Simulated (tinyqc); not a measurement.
Worked calculation: lattice vibrations of a chain. Computed by tinyqc, a small Python program that keeps every step. Command: `OMP_NUM_THREADS=1 python tinyqc.py 24047 24048 out.jsonl` (the two numbers bound the seeds that draw the settings). One thread of a shared host (Intel(R) Xeon(R) Processor @ 2.60GHz), about 0.01 s of CPU time with the checks.

## Dynamical matrix at q = 0.12

A chain moving along its axis:
```
atom   mass (u)  spring to the next atom (eV/angstrom^2)
1     91.800000                                27.300000
2     38.300000                                 3.300000
3     65.600000                                 3.000000
4      2.400000                                29.700000
```

q is in units of 2 pi/a. A spring k from atom i to atom j, n cells on, adds k to Phi_ii and Phi_jj, -k exp(2 pi i q n) to Phi_ij and the conjugate to Phi_ji (for one atom a cell: 2k (1 - cos 2 pi q n)); D_ij = Phi_ij / sqrt(m_i m_j).

D(q) (eV/(angstrom^2 u)), lower triangle (Hermitian):
```
                     1          2          3          4
1             0.620915
2            -0.460407   0.798956
3             0.000000  -0.065836   0.096037
4  -1.458607-1.369723i   0.000000  -0.239091  13.625000
```

## Frequencies

omega^2 are the eigenvalues; wavenumber = 521.4708 sqrt(eigenvalue) 1/cm.

eigenvalues: 0.004006  0.130947  1.075632  13.930322

wavenumbers (1/cm): 33.0  188.7  540.8  1946.3

weights |e|^2 of the mass-weighted modes:
```
          mode 1    mode 2    mode 3    mode 4
atom 1  0.470865  0.248585  0.258402  0.022148
atom 2  0.195096  0.071944  0.732931  0.000028
atom 3  0.321924  0.675754  0.002029  0.000293
atom 4  0.012115  0.003716  0.006638  0.977531
```

## Dispersion and heat capacity

C/k_B per atom = mean over q = (j + 1/2)/80, j = 0..39 and all branches of y^2 e^y/(e^y - 1)^2, y = hc wavenumber / k_B T.

Wavenumbers (1/cm):
```
q           branch 1    branch 2    branch 3     branch 4
0.000000    0.000000  191.993745  540.679429  1946.303865
0.062500   17.276329  191.094600  540.722173  1946.303802
0.125000   34.361065  188.425472  540.843727  1946.303625
0.187500   51.046208  184.075687  541.025175  1946.303359
0.250000   67.080018  178.213932  541.238489  1946.303045
0.312500   82.104482  171.142903  541.451030  1946.302731
0.375000   95.483626  163.463902  541.630615  1946.302465
0.437500  105.805491  156.568804  541.750305  1946.302287
0.500000  110.049301  153.468264  541.792277  1946.302224
```

Heat capacity:
```
T (K)  C/k_B per atom
20           0.085536
50           0.226243
100          0.386311
200          0.544097
300          0.631817
600          0.765526
1200         0.902170
```

zero-point energy per atom = 42.262516 meV
